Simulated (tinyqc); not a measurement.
## Two-diode model of a solar cell: effect of the saturation current of the first diode

J is the current delivered and Vj = V + J Rs the junction voltage. J = X JL - J01 (exp(Vj/(n1 Vt)) - 1) - J02 (exp(Vj/(2 Vt)) - 1) - Vj/Rp. The photocurrent does not depend on voltage.

Jsc at V = 0, Voc at J = 0, the maximum power point where J (1 + 2 Rs G) = G Vj with G = -dJ/dVj; FF = Vmp Jmp/(Voc Jsc); efficiency Vmp Jmp/(X Pin). Empirical fill factor without parasitics FF0 = (v - ln(v + 0.72))/(v + 1), v = Voc/(n1 Vt).

Inputs (values chosen for the exercise); values of the order met in cells of silicon:
```
symbol  value      unit                                              meaning
T         300         K                                          temperature
JL       40.6   mA/cm^2                              photocurrent at one sun
X         0.1      suns                                        concentration
n1          1                             ideality factor of the first diode
Rs        2.1  ohm cm^2                                    series resistance
Rp       8000  ohm cm^2                                     shunt resistance
Pin       100   mW/cm^2                            incident power at one sun
J02      9e-9    A/cm^2  saturation current of the second diode (ideality 2)
```

Constants: q = 1.602176634e-19 C, kB = 1.380649e-23 J/K, Vt = kB T/q. Results are converted to the units shown.

The same in every row: Jsc (mA/cm^2) = 4.059.

Results:

| J01 (A/cm^2) | Voc (V) | Vmp (V) | Jmp (mA/cm^2) | FF | efficiency (%) | FF0 |
|---|---|---|---|---|---|---|
| 8e-15 | 0.6585 | 0.5357 | 3.652 | 0.7319 | 19.56 | 0.8389 |
| 8e-14 | 0.6239 | 0.5204 | 3.688 | 0.7581 | 19.20 | 0.8324 |
| 8e-13 | 0.5732 | 0.4829 | 3.739 | 0.7761 | 18.06 | 0.8217 |
| 8e-12 | 0.5165 | 0.4328 | 3.757 | 0.7757 | 16.26 | 0.8079 |
| 8e-10 | 0.3987 | 0.3238 | 3.715 | 0.7434 | 12.03 | 0.7697 |

Estimate the missing row, J01 = 8e-11 A/cm^2.

Computed row:

| J01 (A/cm^2) | Voc (V) | Vmp (V) | Jmp (mA/cm^2) | FF | efficiency (%) | FF0 |
|---|---|---|---|---|---|---|
| 8e-11 | 0.4579 | 0.3787 | 3.746 | 0.7633 | 14.19 | 0.7908 |

With this row back in the table: As J01 goes from 8e-15 to 8e-10, Voc falls from 0.658 to 0.399 V, FF goes from 0.732 through a maximum of 0.776 (at J01 = 8e-13 among the rows listed) to 0.743 and the efficiency falls from 19.6 to 12.0 %. Voc changes by -59.2 mV a decade between the last two rows and -34.6 mV between the first two.

Program tinyqc, `OMP_NUM_THREADS=1 python tinyqc.py 2280037 2280038 out.jsonl`; Intel Xeon 2.30GHz, shared host, one thread, about 0.01 s.
